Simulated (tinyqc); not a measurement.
Pressure series at fixed power: global model of a low-pressure process discharge: electron temperature, density, ion flux and ion energy. Computed by tinyqc, a small Python program. Command: `OMP_NUM_THREADS=1 python tinyqc.py 3112324 3112325 out.jsonl plasma walk`. One thread of a shared host (Intel(R) Xeon(R) Processor @ 2.30GHz), about 0.01 s of CPU time with the checks.

Maxwellian electrons with temperature T_e in eV, one positive ion, no negative ions, uniform bulk density n; rate constants have the Arrhenius form.

Inputs (values chosen for the exercise, of the order of those of an inductive discharge in a simple atomic gas):

| quantity | value | unit |
|---|---|---|
| ion mass M | 40 | u |
| ionisation prefactor K0 | 4.6e-14 | m^3/s |
| ionisation energy E_iz | 12.7 | eV |
| excitation prefactor X0 | 1.2e-14 | m^3/s |
| excitation energy E_ex | 9.87 | eV |
| elastic rate constant K_el | 1.9e-13 | m^3/s |
| ion-neutral cross section | 7.3e-19 | m^2 |
| gas temperature T_g | 500 | K |
| radius R | 18 | cm |
| height L | 20 | cm |
| absorbed power P | 480 | W |

Constants: k_B = 1.380649e-23 J/K; e = 1.602176634e-19 C; u = 1.6605390666e-27 kg; m_0 = 9.1093837015e-31 kg.

Method:
- n_g = p/(k_B T_g), lambda_i = 1/(n_g sigma), K_iz = K0 exp(-E_iz/T_e), h_L = 0.86/sqrt(3 + L/(2 lambda_i)), h_R = 0.8/sqrt(4 + R/lambda_i), A_eff = 2 pi R^2 h_L + 2 pi R L h_R and d_eff = pi R^2 L/A_eff follow p.
- Particle balance: K0 exp(-E_iz/T_e) n_g d_eff = u_B, u_B = sqrt(e T_e/M).
- E_c = E_iz + (X0 exp(-E_ex/T_e) E_ex + K_el (3 m_0/M) T_e)/K_iz; E_T = E_c + (5/2) T_e + (T_e/2) ln(M/(2 pi m_0)); n = P/(e u_B A_eff E_T); J = e h_L n u_B. Pressures without a root below 2 E_iz are left out.

Against pressure:

| p (Pa) | T_e (eV) | E_c (eV) | E_T (eV) | n (1/cm^3) | J (mA/cm^2) |
|---|---|---|---|---|---|
| 0.1 | 3.8248 | 18.114 | 45.575 | 1.3410e+11 | 2.7862 |
| 0.2 | 2.9773 | 19.397 | 40.773 | 1.9285e+11 | 3.1486 |
| 0.5 | 2.2794 | 21.713 | 38.078 | 3.0494e+11 | 3.4224 |
| 1.0 | 1.9226 | 24.162 | 37.965 | 4.2998e+11 | 3.4629 |
| 2.0 | 1.6565 | 27.516 | 39.408 | 5.9870e+11 | 3.3555 |
| 5.0 | 1.3968 | 34.336 | 44.364 | 8.8452e+11 | 2.9929 |
| 10.0 | 1.2480 | 43.132 | 52.092 | 1.1135e+12 | 2.5527 |
| 20.0 | 1.1279 | 59.241 | 67.338 | 1.2735e+12 | 1.9762 |

T_e falls from 3.82 to 1.13 eV, n changes by a factor 9.5 and J by 0.71; in J = P h_L/(A_eff E_T), E_T changes by a factor 1.48 and is least at 1 Pa, between wall losses at high T_e and excitation losses at low T_e.

Extremes, crossings and ranges named in words are read from the listed rows.
